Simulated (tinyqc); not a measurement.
Raman shift of the zone-centre optical phonon of a diamond-structure crystal under stress: one step, computed by the program tinyqc.

Axes x, y, z are the cube axes. Strain shifts the threefold optical mode and can split it; p, q and r are the phonon deformation potentials.

Question. Heating mistaken for stress. A temperature above 300 K shifts the line by (d omega/dT)(T - 300 K); divided by the shift per stress it poses as a stress; the total shift adds it to the shift of the observed line. The anti-Stokes to Stokes ratio is [(omega_L + omega_0)/(omega_L - omega_0)]^3 exp(-h c omega_0/(k_B T)) in photon counts, omega_L = 1/wavelength, resonance effects left out.

Inputs (values chosen for the exercise, modelled on germanium):
```
quantity,value,unit
unstrained frequency omega_0,300.7,1/cm
temperature coefficient d omega/dT,-0.015,1/(cm K)
local temperature T,330,K
laser wavelength,488,nm
```

Stress state: hydrostatic. Axis: none.

shift per stress = -3.442568 1/(cm GPa)

shift of the observed line = -5.163853 1/cm

Constants: h = 6.62607015e-34 J s; c = 299792458 m/s; k_B = 1.380649e-23 J/K.

Give: thermal shift; apparent stress from heating; total shift; anti-Stokes/Stokes ratio.

Answer.

thermal shift = -0.45 1/cm

apparent stress from heating = 0.1307 GPa

total shift = -5.614 1/cm

anti-Stokes/Stokes ratio = 0.2944

Caution: this stress has components normal to the (001) face, so it cannot reach a free (001) surface; it can act on buried material.
